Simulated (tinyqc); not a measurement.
Worked calculation: Lorentz oscillators and the Kramers-Kronig relations. Values are carried at full precision from step to step, so a last printed digit may differ when a step is redone from the rounded ones.

eps(E) = 1 + sum_j S_j/(E0_j^2 - E^2 - i G_j E).

Constants: hbar c = 1973.269805 eV angstrom; hbar^2/2m0 = 3.80998211 eV angstrom^2; e^2/(4 pi eps0) = 14.39964547 eV angstrom.

Inputs chosen for the exercise (line positions loosely like those of SiC; Lorentz tails absorb below the gap, where the real solid is clear; not measured data):
```
symbol  value                 unit  meaning
E0      (5.75, 7.84, 9.35)    eV    resonances
G       (0.8, 1.07, 2.94)     eV    widths
S       (45.3, 126.1, 111.3)  eV^2  strengths
E       13.46                 eV    photon energy
h       0.5                   eV    grid step
M       36                          grid points E_j = j h
i       13                          grid index at which eps1 is wanted
```

## Dielectric function at one energy

Evaluate each oscillator and the sum.

terms: [-0.3042+0.0221i, -1.0384+0.1249i, -1.0077+0.4253i]

eps(E) = -1.3503+0.5724i
eps(0) = 5.6948

## Optical constants

n + i k = sqrt(eps1 + i eps2) with k >= 0; R = ((n - 1)^2 + k^2)/((n + 1)^2 + k^2) at normal incidence from vacuum; alpha = 2 E k/(hbar c), times 1e8 for 1/cm; loss function Im(-1/eps) = eps2/(eps1^2 + eps2^2).

Convert eps at the photon energy E into the optical constants.

n = 0.2412
k = 1.1868
R = 0.6729
alpha = 1.62e+06 1/cm
loss function = 0.2661
vacuum wavelength hc/E (hc = 1239.841984 eV nm) = 92.1 nm

The intensity falls to 1/e within 6.18 nm. eps1 is negative, so k exceeds n, as in a metal below its plasma energy; R is 0.67.

## Absorptive part on the grid

Tabulate eps2 at E_j = j h.

eps2(E_j), j = 1 .. M: [0.0564, 0.1159, 0.1823, 0.2607, 0.3589, 0.4900, 0.6804, 0.9896, 1.5875, 3.1314, 8.5543, 8.7041, 5.0978, 6.5605, 13.2043, 16.2104, 9.2115, 6.6712, 5.4235, 4.1234, 2.9593, 2.1102, 1.5362, 1.1504, 0.8856, 0.6987, 0.5630, 0.4619, 0.3848, 0.3248, 0.2773, 0.2392, 0.2080, 0.1824, 0.1610, 0.1430]

## eps1 at one grid point

Kramers-Kronig: eps1(E) = 1 + (2/pi) P integral_0^infinity E1 eps2(E1)/(E1^2 - E^2) dE1. Maclaurin rule on the grid E_j = j h, j = 1 .. M: eps1(E_i) = 1 + (4 h/pi) sum over j with j - i odd of E_j eps2(E_j)/(E_j^2 - E_i^2); nothing is added above E_M.

List the terms E_j eps2_j/(E_j^2 - E_i^2) for j - i odd, add them and form eps1.

terms in order of j (1/eV): [-0.0028, -0.0136, -0.0442, -0.1508, -0.9077, -8.3560, 6.8035, 5.9624, 1.5495, 0.7140, 0.2948, 0.1357, 0.0717, 0.0421, 0.0267, 0.0179, 0.0126, 0.0091]

sum = 6.165 1/eV
eps1(E_i) = 4.925

The oscillator formula gives 5.158 at E_i = 6.5 eV. The rule samples every 2h = 1 eV against a narrowest width of 0.8 eV and stops at 18 eV; coarse sampling and the missing tail make the difference.

## The f-sum on the grid

W(E_M) = (2/pi) h sum_j E_j eps2_j, with half weight on the last point; the full integral equals sum S_j = (hbar omega_p)^2, and the electron density follows from (hbar omega_p)^2 = 8 pi c (e^2/(4 pi eps0)) N with c = hbar^2/2m0.

W(E_M) = 260.94 eV^2
sum S = 282.70 eV^2
share reached on this grid (a step near the line widths can inflate it) = 0.923
hbar omega_p = 16.814 eV
N = 2.05e+23 1/cm^3

## Checks

- The value of eps1 at 13.467 eV from a fine, long grid (with the tail of eps2 ~ 1/E^3 added) against the oscillator formula: both -1.35.

tinyqc: `OMP_NUM_THREADS=1 python tinyqc.py 1682779 1682780 out.jsonl`; about 0.2 s, one thread, shared Intel(R) Xeon(R) Processor @ 2.30GHz.
